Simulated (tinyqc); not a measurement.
# Frequency dispersion of an accumulation capacitance by border traps, distributed model: what changes with what

Traps spread evenly through the insulator exchange electrons with the semiconductor by tunnelling, with tau(x) = t0 exp(2 ka x) at depth x from the interface. The admittance per area Y seen at depth x obeys dY/dx = -Y^2/(i w eps0 eox) + q Nb ln(1 + i w tau)/tau, with Y(0) = i w Cs and w = 2 pi f; the gate sees Y(tox) = G + i w C. Working variable y = Y/(i w), in uF/cm^2. Cox = eps0 eox/tox.

Inputs (values chosen for the exercise); permittivity close to that of aluminium oxide: relative permittivity of the insulator eox = 8.49; insulator thickness tox = 5.3 nm; semiconductor capacitance in accumulation Cs = 0.71 uF/cm^2; density of border traps Nb = 1.3e20 cm^-3 eV^-1; decay constant of the wave function in the insulator ka = 3.6 1/nm; time constant of a trap at the interface t0 = 8e-10 s; frequency f = 1000 Hz.

Constants: q = 1.602176634e-19 C, eps0 = 8.8541878128e-14 F/cm where lengths are in cm. Results are converted to the units shown.

Each table varies one quantity; the others keep the values above.

## Capacitance and loss against frequency

Cox; trap-free value 1/(1/Cox + 1/Cs); response depth d = ln(1/(w t0))/(2 ka), where w tau = 1; lumped estimate: all traps within d act as C_bt = q Nb d placed at d/2, so C = 1/{1/[1/(1/Cs + d/(2 eps0 eox)) + C_bt] + (tox - d/2)/(eps0 eox)}. C and G from a fine integration; dispersion -d C/d log10 f over C, from f times and over 1.1. For a broad spread of time constants G/w is close to -(pi/2) dC/d ln w.

The same in every row: trap-free C (uF/cm^2) = 0.4731.

Result of one run:
```
f (Hz)  d (nm)  C (uF/cm^2)  G/w (uF/cm^2)  dispersion (% a decade)  -(pi/2) dC/d ln w (uF/cm^2)  lumped C (uF/cm^2)
100      2.014        1.418        0.07752                    7.969                      0.07710               1.286
```

What becomes of these results when the frequency f is changed from 100 to 10 Hz, all else the same?

Result of the changed run:
```
f (Hz)  d (nm)  C (uF/cm^2)  G/w (uF/cm^2)  dispersion (% a decade)  -(pi/2) dC/d ln w (uF/cm^2)  lumped C (uF/cm^2)
10       2.334        1.536        0.08385                    7.963                      0.08342               1.367
```

The whole series:
```
f (Hz)  d (nm)  C (uF/cm^2)  G/w (uF/cm^2)  dispersion (% a decade)  -(pi/2) dC/d ln w (uF/cm^2)  lumped C (uF/cm^2)
10       2.334        1.536        0.08385                    7.963                      0.08342               1.367
100      2.014        1.418        0.07752                    7.969                      0.07710               1.286
1000     1.695        1.308        0.07386                    8.226                      0.07341               1.203
10000    1.375        1.202        0.07310                    8.850                      0.07254               1.115
1e5      1.055        1.094        0.07598                    10.07                      0.07517               1.017
1e6     0.7351       0.9788        0.08419                    12.42                      0.08290              0.9032
1e7     0.4153       0.8465         0.1007                    17.27                      0.09971              0.7588
```

C falls from 1.536 to 0.8465 uF/cm^2, towards the trap-free 0.4731; each decade of frequency removes ln 10/(2 ka) = 0.320 nm from the response depth. The dispersion rises from 7.96 to 17.3 % a decade and G/w goes from 0.0839 through a minimum of 0.0731 (at f = 10000 Hz among the rows listed) to 0.101 uF/cm^2. G/w lies between 1.01 and 1.02 times -(pi/2) dC/d ln w, the relation for a broad spread of time constants.

## Effect of the insulator thickness

Same model as above.

The same in every row: d (nm) = 1.695.

Results:
columns A: tox (nm); B: C (uF/cm^2); C: G/w (uF/cm^2); D: dispersion (% a decade); E: -(pi/2) dC/d ln w (uF/cm^2); F: lumped C (uF/cm^2); G: trap-free C (uF/cm^2)
```
A         B         C      D         E       F       G
2.2   2.805    0.3066  16.77    0.3209   2.388  0.5879
4.1   1.652    0.1180  10.40    0.1171   1.489  0.5118
5.7   1.223   0.06456  7.690   0.06418   1.131  0.4615
7.8  0.9122   0.03585  5.727   0.03564  0.8593  0.4088
11   0.6573   0.01860  4.121   0.01848  0.6292  0.3482
15   0.4870   0.01021  3.051   0.01014  0.4714  0.2938
20   0.3679  0.005824  2.303  0.005780  0.3588  0.2458
```

Estimate the missing row, tox = 3 nm.

Computed row:
columns A: tox (nm); B: C (uF/cm^2); C: G/w (uF/cm^2); D: dispersion (% a decade); E: -(pi/2) dC/d ln w (uF/cm^2); F: lumped C (uF/cm^2); G: trap-free C (uF/cm^2)
```
A      B       C      D       E      F       G
3  2.174  0.2048  13.68  0.2029  1.904  0.5532
```

With this row back in the table: As tox goes from 2.2 to 20, C falls from 2.81 to 0.368 uF/cm^2, the dispersion falls from 16.8 to 2.30 % a decade and G/w falls from 0.307 to 0.00582 uF/cm^2. The lumped estimate is 15 % below C in the first row and 2.5 % below it in the last.

Program tinyqc, `OMP_NUM_THREADS=1 python tinyqc.py 2202034 2202035 out.jsonl`; Intel Xeon 2.30GHz, shared host, one thread, about 0.5 s.
